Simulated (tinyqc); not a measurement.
Equation-of-state fits to an energy-volume table made by a known binding curve: one step, computed by the program tinyqc. Command: `OMP_NUM_THREADS=1 python tinyqc.py 3010649 3010650 out.jsonl eosfit walk`. One thread of a shared host (Intel(R) Xeon(R) Processor @ 2.30GHz), about 0.02 s of CPU time with the checks.

With x = (V/V_0)^(1/3), the energy per atom is E = -D [1 + eta (x - 1)] exp(-eta (x - 1)), so that B0 = D eta^2/(9 V_0) and B' = 1 + 2 eta/3. B' = dB/dP at P = 0.

Question. Errors of the Birch-Murnaghan fit. Third-order Birch-Murnaghan is a cubic in u = V^(-2/3): fit it by linear least squares, find the minimum, and take B0 = V E''(V), B' = -1 - V E'''/E'' there. Errors are fitted minus exact, relative; the pressure at c V_0 uses P = (3 B0/2) (x^7 - x^5) [1 + (3/4)(B' - 4)(x^2 - 1)], x = (V0/V)^(1/3) with the fitted values.

Inputs (values chosen for the exercise, for a model crystal): true volume V_0 = 30 angstrom^3/atom; compression V/V_0 for the pressure test = 0.9.

Binding curve: universal binding. Noise: added.

fitted B0 = 29.48883 GPa

exact B0 = 29.59650 GPa

fitted B' = 3.727781

exact B' = 3.76

fitted V0 = 30.00343 angstrom^3

exact pressure at c V_0 = 3.792003 GPa

Give: error of B0; error of B'; fitted pressure at c V_0; error of that pressure.

Answer.

error of B0 = -0.364 %

error of B' = -0.857 %

fitted pressure at c V_0 = 3.78 GPa

error of that pressure = -0.199 %
